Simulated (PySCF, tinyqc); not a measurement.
FCI on RHF in the sto-6g basis, frozen core, for BeH+, spin multiplicity 1, step by step. The lowest restricted solution is unstable here: a spin-polarised one lies 0.0095 hartree lower (PySCF). One step of it, computed by the program tinyqc.

Question. FCI: determinants and Hamiltonian. Slater-Condon rules over spin orbitals, with the nuclear repulsion and the energy of the frozen orbital added and E(HF) subtracted on the diagonal. Only determinants linked to the reference directly or through others are kept (one block of an abelian symmetry group), so some states are absent.

one-electron integrals dressed by the frozen orbital, h + 2 (pq|11) - (p1|1q) (hartree), order 2, 3, 4, 5, 6:
$$\begin{pmatrix}
-1.094053 & 0.064933 & 0.000000 & 0.000000 & -0.018523 \\
0.064933 & -0.841943 & 0.000000 & 0.000000 & 0.057164 \\
0.000000 & 0.000000 & -0.773298 & 0.000000 & 0.000000 \\
0.000000 & 0.000000 & 0.000000 & -0.773298 & 0.000000 \\
-0.018523 & 0.057164 & 0.000000 & 0.000000 & -0.713035
\end{pmatrix}$$

energy of the frozen orbital, 2 h_11 + (11|11) = -14.16276639 hartree

Two-electron integrals over orbitals (pq|rs), unique and non-zero (hartree); the lowest 1 orbital is frozen and left out:
```
(22|22) 0.451768    (32|22) -0.064933   (32|32) 0.065528    (33|22) 0.327403
(33|32) 0.032294    (33|33) 0.424131    (42|42) 0.045622    (43|42) 0.034940
(43|43) 0.048208    (44|22) 0.346648    (44|32) 0.042905    (44|33) 0.381028
(44|44) 0.450117    (52|52) 0.045622    (53|52) 0.034940    (53|53) 0.048208
(54|54) 0.024258    (55|22) 0.346648    (55|32) 0.042905    (55|33) 0.381028
(55|44) 0.401601    (55|55) 0.450117    (62|22) 0.018523    (62|32) -0.057116
(62|33) -0.007647   (62|44) -0.070401   (62|55) -0.070401   (62|62) 0.118162
(63|22) -0.057140   (63|32) 0.061575    (63|33) 0.049614    (63|44) 0.037992
(63|55) 0.037992    (63|62) -0.061487   (63|63) 0.078020    (64|42) -0.025062
(64|43) -0.007428   (64|64) 0.022227    (65|52) -0.025062   (65|53) -0.007428
(65|65) 0.022227    (66|22) 0.458103    (66|32) -0.068237   (66|33) 0.355643
(66|44) 0.350742    (66|55) 0.350742    (66|62) 0.042384    (66|63) -0.059321
(66|66) 0.493185
```

nuclear repulsion = 1.13862767 hartree

Hartree-Fock energy = -14.76047556 hartree

Give: determinants; H - E(HF) between determinants.

Answer.

Occupation strings over the orbitals (2 doubly, a alpha, b beta, 0 empty; spin orbitals ordered 1a 1b 2a 2b ...): 220000 2ab000 2a000b 2ba000 2b000a 202000 20a00b 200200 200020 20b00a 200002

H - E(HF) between determinants (hartree):
```
        220000  2ab000  2a000b  2ba000  2b000a  202000  20a00b  200200
220000   0.000   0.000   0.000   0.000   0.000   0.066  -0.057   0.046
2ab000   0.000   0.128   0.000  -0.066   0.057   0.097   0.062   0.035
2a000b   0.000   0.000   0.387   0.057  -0.118   0.062  -0.003  -0.025
2ba000   0.000  -0.066   0.057   0.128   0.000  -0.097   0.026  -0.035
2b000a   0.000   0.057  -0.118   0.000   0.387  -0.062   0.061   0.025
202000   0.066   0.097   0.062  -0.097  -0.062   0.477   0.107   0.048
20a00b  -0.057   0.062  -0.003   0.026   0.061   0.107   0.537  -0.007
200200   0.046   0.035  -0.025  -0.035   0.025   0.048  -0.007   0.640
200020   0.046   0.035  -0.025  -0.035   0.025   0.048  -0.007   0.024
20b00a   0.057   0.026   0.061   0.062  -0.003  -0.107  -0.078   0.007
200002   0.118  -0.061   0.024   0.061  -0.024   0.078  -0.002   0.022

        200020  20b00a  200002
220000   0.046   0.057   0.118
2ab000   0.035   0.026  -0.061
2a000b  -0.025   0.061   0.024
2ba000  -0.035   0.062   0.061
2b000a   0.025  -0.003  -0.024
202000   0.048  -0.107   0.078
20a00b  -0.007  -0.078  -0.002
200200   0.024   0.007   0.022
200020   0.640   0.007   0.022
20b00a   0.007   0.537   0.002
200002   0.022   0.002   0.803
```
